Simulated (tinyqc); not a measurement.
Phonon-assisted absorption at an indirect gap, step by step. Values are carried at full precision from step to step, so a last printed digit may differ when a step is redone from the rounded ones.

alpha(E) = sum_j A_j [N_j (E - Eg + w_j)^2 + (N_j + 1)(E - Eg - w_j)^2], each bracket counted only where its base is positive; N_j = 1/(exp(w_j/kB T) - 1). The first term absorbs a phonon and the second emits one; excitons and direct transitions are left out.

Constants: kB = 8.617333262e-05 eV/K.

Values chosen for the exercise (loosely those of AlAs at room temperature; Eg is not tied to T; the results hold for these values, not for the real material): Eg = 2.116 eV (indirect gap, held fixed unless listed); w = (46.6, 12.8) meV (two zone-edge phonons); A = (4600, 950) 1/(cm eV^2) (their strengths); T = 500 K; E = 2.427 eV (photon energy); nr = 3.07 (refractive index); d = 2 micrometre (thickness); xj = 0.1 micrometre (dead layer at the surface); W = 1.9 micrometre (depleted width); L = 3.9 micrometre (minority diffusion length below it).

## The four branches at one energy

Evaluate the occupations and each term.

N_j: 0.5130  2.891

terms with phonon absorption (1/cm): 301.8  287.9

terms with phonon emission (1/cm): 486.5  328.7

alpha = 1405 1/cm
wavelength hc/E (hc = 1239.841984 eV nm) = 510.9 nm

Phonon absorption supplies 42.0 % of alpha; the depth 1/alpha is 7.12 micrometre.

## What a slab does with it

Slab of thickness d in air, incoherent passes: R = ((nr - 1)/(nr + 1))^2, x = exp(-alpha d); transmitted Tr = (1 - R)^2 x/(1 - R^2 x^2), reflected Rt = R + (1 - R)^2 R x^2/(1 - R^2 x^2), absorbed Ab = (1 - R)(1 - x)/(1 - R x).

d in cm is 1e-4 times the value in micrometres.

R = 0.2587
x = 0.7550
Tr = 0.4314
Rt = 0.3429
Ab = 0.2257

A single pass would absorb (1 - R)(1 - x) = 0.1816; the back face adds 0.0441.

## Quantum efficiency of a diode

Photodiode (Gaertner form with a dead layer): QE = (1 - R) exp(-alpha xj) [1 - exp(-alpha W)/(1 + alpha L)], R = ((nr - 1)/(nr + 1))^2; responsivity = QE/E in A/W for E in eV.

Evaluate the factors; 1 micrometre = 1e-4 cm.

passes the dead layer = 0.9860
collected share = 0.5053
QE = 0.3694
responsivity = 0.1522 A/W

Without diffusion from below the collected share would be 0.2343.

## Checks

- Tr + Rt + Ab against 1: both 1.000000.

Run: tinyqc, `OMP_NUM_THREADS=1 python tinyqc.py 1680586 1680587 out.jsonl`; Intel(R) Xeon(R) Processor @ 2.30GHz, one thread, shared host; about 0.01 s of CPU time with all checks.
